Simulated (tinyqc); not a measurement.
Well width from the intersubband spacing.

Question. In an empty well of width L and depth Vb, level k solves kw L/2 = (k - 1) pi/2 + arctan(sqrt((mw/mb)(Vb - E)/E)) with kw = sqrt(mw E/C), C = hbar^2/(2 m0). Find L, E1 and E2 from the spacing.

Inputs (values chosen for the exercise); material values those of a made-up well:
- mw = 0.039 m0 (mass along z in the well)
- mb = 0.0936 m0 (mass along z in the barriers)
- Vb = 0.524 eV (barrier height)

Constants: q = 1.602176634e-19 C, hbar = 1.054571817e-34 J s, m0 = 9.1093837015e-31 kg, hbar^2/(2 m0) = 0.0380998212 eV nm^2. Results are converted to the units shown.

E2 - E1 = 225.92218 meV

Solution. Both levels are solved for trial widths until their difference matches. A second level is bound only for L above 4.29 nm, and over that range one width gives this spacing.

L = 7.560 nm
E1 = 71.15 meV
E2 = 297.1 meV

tinyqc, about 0.2 s, one thread, Intel Xeon 2.30GHz (shared host): `OMP_NUM_THREADS=1 python tinyqc.py 2140110 2140111 out.jsonl`
